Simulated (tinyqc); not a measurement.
Kane-Mele model of a buckled honeycomb layer in a normal field: sweeps and comparisons. A value that a table varies takes the place of the one given here.

Sublattices A and B lie at +/-b, so the field gives them the energies +/-D, D = e b Ez (in eV for b in angstrom and Ez in V/angstrom); 2 lam is the gap at zero field. Near the valleys tau = +/-1, for spin sz = +/-1: H = hbar v (tau qx sx + qy sy) + m sz_AB with m = D - tau sz lam, hbar v = (sqrt3/2) a t. On the lattice the spin-orbit term is the second-neighbour hopping i (lam/3 sqrt3) nu sz, nu = +/-1 by the sense of the turn. The filled band of one cone contributes tau sign(m)/2 to the Chern number, in the sense Omega = curl of i<u|grad u>. Rashba terms are left out.

Zigzag ribbon of N chains, sites A1, B1, A2, ...; k in 1/a. Bonds -2t cos(k/2) (A_n to B_n) and -t (B_n to A_(n+1)); diagonal +/-(D + 2 l2 sz sin k) on A and B; A_n to A_(n+1): -2 l2 sz sin(k/2), B_n to B_(n+1): the opposite; l2 = lam/(3 sqrt3).

Constants: kB = 8.617333262e-05 eV/K; hbar^2/2m0 = 3.80998211 eV angstrom^2.

Parameters, chosen for this exercise (of the size used for germanene; not measured data): a = 3.94 angstrom (lattice constant); t = 1.39 eV (hopping); lam = 0.048 eV (spin-orbit half gap); b = 0.34 angstrom (half the buckling height); Ez = 0.34 V/angstrom (normal field at the atoms, after screening; 0.01 is 1 MV/cm, and gates reach some 0.05); N = 24 (chains).

## Edge bands of a zigzag ribbon

The two middle levels for each spin, and the weight of the upper one on the half of the ribbon that holds A1.

Middle levels (meV):

| k/pi | up, lower | up, upper | up, weight | down, lower | down, upper | down, weight |
|---|---|---|---|---|---|---|
| 0.6 | -332.983 | 332.983 | 0.58 | -298.575 | 298.575 | 0.53 |
| 0.7 | -162.143 | 162.143 | 0.94 | -75.181 | 75.181 | 0.91 |
| 0.8 | -148.131 | 148.131 | 1.00 | -82.995 | 82.995 | 1.00 |
| 0.9 | -132.682 | 132.682 | 1.00 | -98.439 | 98.439 | 1.00 |
| 1.0 | -115.559 | 115.559 | 1.00 | -115.559 | 115.559 | 1.00 |
| 1.1 | -98.439 | 98.439 | 1.00 | -132.682 | 132.682 | 1.00 |
| 1.2 | -82.995 | 82.995 | 1.00 | -148.131 | 148.131 | 1.00 |
| 1.3 | -75.181 | 75.181 | 0.91 | -162.143 | 162.143 | 0.94 |
| 1.4 | -298.575 | 298.575 | 0.53 | -332.983 | 332.983 | 0.58 |

From k/pi = 0.8 to 1.2 the upper level stays on one edge and the spacing of the pair is at least 165.99 meV. D > lam, so the edge bands need not cross: each leaves and rejoins the same bulk band. At k = pi the levels are -115.559 and 115.559 meV, with D = 115.600 meV and lam = 48 meV.

## Closing and reopening the gap

Ez = f lam/b. Gap 2 |D - lam|, second gap 2 (D + lam), Z2 index, and the temperature at which kB T equals the gap.

Against field:

| f | Ez (V/angstrom) | gap (meV) | second gap (meV) | Z2 | gap/kB (K) |
|---|---|---|---|---|---|
| 0.00 | 0 | 96.000 | 96.000 | 1 | 1114.0 |
| 0.25 | 0.0353 | 72.000 | 120.000 | 1 | 835.5 |
| 0.50 | 0.0706 | 48.000 | 144.000 | 1 | 557.0 |
| 0.75 | 0.106 | 24.000 | 168.000 | 1 | 278.5 |
| 0.90 | 0.127 | 9.600 | 182.400 | 1 | 111.4 |
| 1.10 | 0.155 | 9.600 | 201.600 | 0 | 111.4 |
| 1.50 | 0.212 | 48.000 | 240.000 | 0 | 557.0 |
| 2.00 | 0.282 | 96.000 | 288.000 | 0 | 1114.0 |
| 3.00 | 0.424 | 192.000 | 384.000 | 0 | 2228.1 |

The gap closes at Ez = 0.1412 V/angstrom, 14.1 MV/cm at the atoms (the applied field must be larger by the screening), and is back at its zero-field size at twice that. At zero field it is 96.0 meV, above kB T at 300 K (25.9 meV).

## What each parameter does

Smaller and larger gap, hbar v, and the mass 2c|m|/(hbar v)^2 at the smaller gap, c = hbar^2/2m0. Each row changes one parameter from the base and keeps the others.

Results:

| case | smaller gap (meV) | larger gap (meV) | hbar v (eV angstrom) | mass (m0) |
|---|---|---|---|---|
| base | 135.200 | 327.200 | 4.7429 | 0.02290 |
| a = 4.334 angstrom | 135.200 | 327.200 | 5.2172 | 0.01892 |
| t = 1.529 eV | 135.200 | 327.200 | 5.2172 | 0.01892 |
| lam = 0.0528 eV | 125.600 | 336.800 | 4.7429 | 0.02127 |
| Ez = 0.374 V/angstrom | 158.320 | 350.320 | 4.7429 | 0.02681 |

The largest shifts from the base row, up to three for each result and ties (the steps differ in size, so this ranks the rows, not the parameters). smaller gap (meV): Ez +23.120, lam -9.600; unchanged at the printed digits by a and t. larger gap (meV): Ez +23.120, lam +9.600; unchanged at the printed digits by a and t. hbar v (eV angstrom): a +0.4743, t +0.4743; unchanged at the printed digits by lam and Ez. mass (m0): a -0.00397, t -0.00397, Ez +0.00392.

Computed by tinyqc, a small Python program: `OMP_NUM_THREADS=1 python tinyqc.py 1480163 1480164 out.jsonl` (the numbers bound the seed that draws the inputs); one thread of a shared host (Intel(R) Xeon(R) Processor @ 2.30GHz), about 0.02 s for the whole set of steps.
